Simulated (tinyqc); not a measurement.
Avalanche multiplication and breakdown of a junction from ionisation integrals: one step, computed by the program tinyqc.

Ionisation coefficients follow the local field. Position x runs through the depletion layer from the p side (x = 0), where electrons enter, to the n side (x = w), where holes enter. The built-in voltage is neglected.

Problem. Multiplication and noise. M_n = 1/(1 - I_n), M_p = M_n exp(-Phi(w)); McIntyre excess noise for the carrier with the larger M, F_x = k M + (1 - k)(2 - 1/M), with k = (smaller M - 1)/(larger M - 1).

Junction: linearly graded.

Every 50th point:
```
x (micrometre)  F (MV/cm)  alpha_n (1/cm)  alpha_p (1/cm)            Phi   I_n up to x
0.000000        0.0000000               0               0              0             0
0.230736        0.0906165    7.854294e-01    7.715510e+00  -1.174706e-05  1.113930e-06
0.461471        0.1553425    8.921379e+02    2.651453e+03  -1.172909e-02  4.846988e-03
0.692207        0.1941781    6.396213e+03    1.360183e+04  -1.135740e-01  8.637161e-02
0.922942        0.2071233    1.046636e+04    2.047037e+04  -3.221975e-01  3.460546e-01
1.153678        0.1941781    6.396213e+03    1.360183e+04  -5.308210e-01  6.642699e-01
1.384413        0.1553425    8.921379e+02    2.651453e+03  -6.326659e-01  8.001967e-01
1.615149        0.0906165    7.854294e-01    7.715510e+00  -6.443832e-01  8.093084e-01
1.845884        0.0000000               0               0  -6.443950e-01  8.093105e-01
```

Give: M_n; M_p; effective k; excess noise factor.

Solution.

M_n = 5.2441

M_p = 9.9892

effective k = 0.47214

excess noise factor = 5.7191

Injecting holes gives the larger gain and, at equal gain, the lower noise.
